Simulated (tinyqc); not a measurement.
Donor in an ellipsoidal valley (Kohn-Luttinger variational method): one step, computed by the program tinyqc. Command: `OMP_NUM_THREADS=1 python tinyqc.py 3026626 3026627 out.jsonl kohnlutt walk`. One thread of a shared host (Intel(R) Xeon(R) Processor @ 2.30GHz), about 0.03 s of CPU time with the checks.

H = -(d^2/dx^2 + d^2/dy^2) - gamma d^2/dz^2 - 2/r in units built on m_t, with gamma = m_t/m_l and z along the valley axis. One valley; no valley-orbit or central-cell term.

Problem. Energy at a trial ratio. Trial function exp(-sqrt((x^2 + y^2)/a^2 + z^2/b^2)) with beta = b/a < 1: E = t/a^2 - u/a, t = (2 + gamma/beta^2)/3, u = 2 arcsin(sqrt(1 - beta^2))/sqrt(1 - beta^2); the best a is 2 t/u and E(beta) = -u^2/(4 t).

Inputs (values chosen for the exercise, modelled on silicon): trial ratio b/a = 0.64.

gamma = 0.2163677

Give: t; u; best a; E(beta).

Solution.

t = 0.8427

u = 2.281

best a = 0.7390 a*

E(beta) = -1.543 Ry*
